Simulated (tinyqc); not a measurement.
Critical temperature from a phonon spectrum: McMillan, Allen-Dynes and the linearised Eliashberg equation: one step, computed by the program tinyqc.

alpha^2 F(omega) = sum_i (lambda_i omega_i/2) delta(omega - omega_i), so that lambda = 2 int alpha^2 F/omega d omega = sum_i lambda_i.

Problem. McMillan and Allen-Dynes. McMillan form: k_B T_c = (omega_log/1.2) exp[-1.04 (1 + lambda)/(lambda - mu* (1 + 0.62 lambda))]. Allen-Dynes multiplies it by f1 f2: f1 = [1 + (lambda/L1)^(3/2)]^(1/3), L1 = 2.46 (1 + 3.8 mu*); f2 = 1 + (omega_rms/omega_log - 1) lambda^2/(lambda^2 + L2^2), L2 = 1.82 (1 + 6.3 mu*) omega_rms/omega_log.

Inputs (values chosen for the exercise, for a model metal): Coulomb pseudopotential mu* = 0.1.

Peaks in alpha^2 F: one.

lambda = 2.05

omega_rms = 22.2 meV

omega_log = 22.2 meV

Constants: k_B = 8.617333262e-05 eV/K.

Give: T_c, McMillan form; f1; f2; T_c, Allen-Dynes.

Solution.

T_c, McMillan form = 37.68 K

f1 = 1.137

f2 = 1

T_c, Allen-Dynes = 42.83 K

The two corrections raise T_c by 13.7 %. Caution: for lambda above about 1.5 the plain McMillan form saturates and falls short.
